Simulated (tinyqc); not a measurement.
# Worked calculation: short-channel transistor, virtual-source model with series resistance

Program tinyqc, `OMP_NUM_THREADS=1 python tinyqc.py 2380007 2380008 out.jsonl`; Intel Xeon 2.30GHz, shared host, one thread, about 0.01 s. Printed values are rounded.

The current per gate width is the charge at the top of the source barrier (the virtual source) times its velocity times a saturation function; al and be are fitting constants of the model. Units: I in uA/um, Rs in ohm um, so I Rs = 1e-6 I Rs in volts; Q in uC/cm^2, so I = 1e-4 Q vx0 Fsat with vx0 in cm/s.

Values chosen for this exercise:
```
symbol   value        unit                                                         meaning
T          400           K                                                     temperature
Cinv      2.14     uF/cm^2                                           inversion capacitance
vx0     9.52e6        cm/s                                  velocity at the virtual source
mu         260  cm^2/(V s)                                               apparent mobility
L           16          nm                                                  channel length
VT0       0.49           V                                 threshold at zero drain voltage
dl       0.193         V/V                                  drain-induced barrier lowering
n0         1.2                                                         subthreshold factor
nd        0.05         1/V                                  growth of n with drain voltage
al         3.5              threshold shift (in units of Vt) from weak to strong inversion
be           2                                                     sharpness of saturation
Rs         150      ohm um                               series resistance of each contact
Vgs        0.7           V                                                    gate voltage
Vds        0.7           V                                                   drain voltage
```

Constants: q = 1.602176634e-19 C, kB = 1.380649e-23 J/K, Vt = kB T/q. Results are converted to the units shown.

## Iteration 1: current through the series resistance

I at the start = 0 uA/um

Intrinsic voltages Vg' = Vgs - I Rs, Vd' = Vds - 2 I Rs. n = n0 + nd Vd', VT = VT0 - dl Vd', Ff = 1/(1 + exp((Vg' - VT + al Vt/2)/(al Vt))), Q = Cinv n Vt ln(1 + exp((Vg' - VT + al Vt Ff)/(n Vt))), Vdsat = (vx0 L/mu)(1 - Ff) + Vt Ff, Fsat = u/(1 + u^be)^(1/be) with u = Vd'/Vdsat, and I(out) = Q vx0 Fsat per width. (Fsat takes the sign of u.) Newton step: I(new) = I + (I(out) - I)/(1 - s), s = dI(out)/dI by a central difference with +/- 0.001 uA/um.

Vg' = 0.7 V
Vd' = 0.7 V
VT = 0.3549 V
Ff = 0.0335526
Q = 0.747201 uC/cm^2
Vdsat = 0.0577755 V
Fsat = 0.996611
I(out) = 708.925 uA/um
s = -0.410262
I after iteration 1 = 502.690 uA/um

## Iteration 2: current through the series resistance

As before.

Vg' = 0.624596 V
Vd' = 0.549193 V
VT = 0.384006 V
Ff = 0.0762628
Q = 0.534800 uC/cm^2
Vdsat = 0.0567455 V
Fsat = 0.994704
I(out) = 506.433 uA/um
s = -0.393228
I after iteration 2 = 505.377 uA/um

## Course of the iteration: current through the series resistance

Stop when I changes by less than 1e-7 uA/um, or after 80 iterations.

Course of the iteration:
```
iteration  I (uA/um)  |change| (uA/um)
1            502.690               503
2            505.377              2.69
3            505.377           1.25e-4
4            505.377           < 1e-10
```

Converged in 4 iterations. The change falls from 500 in the first iteration to below the tolerance in the last.

## What the series resistance costs

converged I = 505.377 uA/um
I0 = 708.925 uA/um

Intrinsic voltages Vg' = Vgs - I Rs, Vd' = Vds - 2 I Rs. n = n0 + nd Vd', VT = VT0 - dl Vd', Ff = 1/(1 + exp((Vg' - VT + al Vt/2)/(al Vt))), Q = Cinv n Vt ln(1 + exp((Vg' - VT + al Vt Ff)/(n Vt))), Vdsat = (vx0 L/mu)(1 - Ff) + Vt Ff, Fsat = u/(1 + u^be)^(1/be) with u = Vd'/Vdsat, and I = Q vx0 Fsat per width. I0 is the current for Rs = 0. Effective velocity I/Q; transit time L Q/I.

loss against I0 = 28.7122 %
effective velocity = 9.46945e6 cm/s
transit time = 0.168964 ps

The carriers leave the virtual source at 99.5 % of vx0: the device is in saturation.
